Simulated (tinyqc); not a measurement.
Strained Delta valleys, repopulation and conductivity mass: two steps of the calculation.

A cubic crystal with three pairs of conduction valleys along x, y and z under uniaxial stress X along [100] (X > 0 is tension); current along [010]. Non-degenerate electrons, fixed total density, one relaxation time for all valleys and stresses, masses unchanged by strain, so the mobility goes as the mean inverse mass.

Parameters, values chosen for the exercise; values close to those of silicon:
```
symbol  value   unit                             meaning
s11      7.54  1/TPa                          compliance
s12     -2.09  1/TPa                          compliance
s44      12.2  1/TPa                          compliance
ml      0.929     m0                   longitudinal mass
mt      0.193     m0                     transverse mass
X         180    MPa  uniaxial stress (tension positive)
```

Question 1. Strain tensor. Stress s_ij = X a_i a_j with a the unit vector along [100]; strain e_ii = s11 s_ii + s12 (s_jj + s_kk), e_ij = s44 s_ij/2.

Find: strain.

Answer 1.

strain (%):
```
         x         y         z
x  0.13572   0.00000   0.00000
y  0.00000  -0.03762   0.00000
z  0.00000   0.00000  -0.03762
```

Question 2. Conductivity mass and mobility. Inverse mass along the current d = [010]: (n.d)^2/ml + (1 - (n.d)^2)/mt; mu/mu0 = sum f (1/m) over the plain mean of 1/m.

share f, valley x to z: [0.21757702, 0.39121149, 0.39121149]

Give: 1/m along d; conductivity mass; unstrained value; mu/mu0.

Answer 2.

1/m along d, valley x to z (1/m0): [5.1813, 1.0764, 5.1813]
conductivity mass = 0.27968 m0
unstrained value = 0.26226 m0
mu/mu0 = 0.93769

The possible range, all electrons in one kind of valley, is 0.282 to 1.36.

tinyqc, about 0.01 s, one thread, Intel Xeon 2.30GHz (shared host): `OMP_NUM_THREADS=1 python tinyqc.py 2530031 2530032 out.jsonl`
